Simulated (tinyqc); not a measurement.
## Margin needed against array size

Cells fail independently with probability Q(k) = erfc(k/sqrt(2))/2 when the margin is k standard deviations, and Y = exp(-Nb Q(k)). phi = exp(-k^2/2)/sqrt(2 pi).  k solves Y = exp(-Nb Q(k)); the estimate is sqrt(2 ln(Nb/(-ln Y))).

Inputs (values chosen for the exercise): wanted yield Y = 0.999.

Margin needed against array size:
```
Nb           allowed Q       k  estimate
256          3.9082e-6  4.4702    4.9905
4096         2.4426e-7  5.0308    5.5182
65536        1.5266e-8  5.5384    5.9996
1048576     9.5415e-10  6.0054    6.4452
16777216    5.9634e-11  6.4403    6.8619
268435456   3.7272e-12  6.8487    7.2547
4294967296  2.3295e-13  7.2349    7.6273
```

A 1.68e7-fold larger array raises k only from 4.47 to 7.23; the last factor of 16 costs 0.39 standard deviations. The estimate, which drops the factor 1/(k sqrt(2 pi)) of the tail, is 12 % above k in the first row and 5.4 % above it in the last.

Program tinyqc, `OMP_NUM_THREADS=1 python tinyqc.py 2090071 2090072 out.jsonl`; Intel Xeon 2.30GHz, shared host, one thread, about 0.01 s.
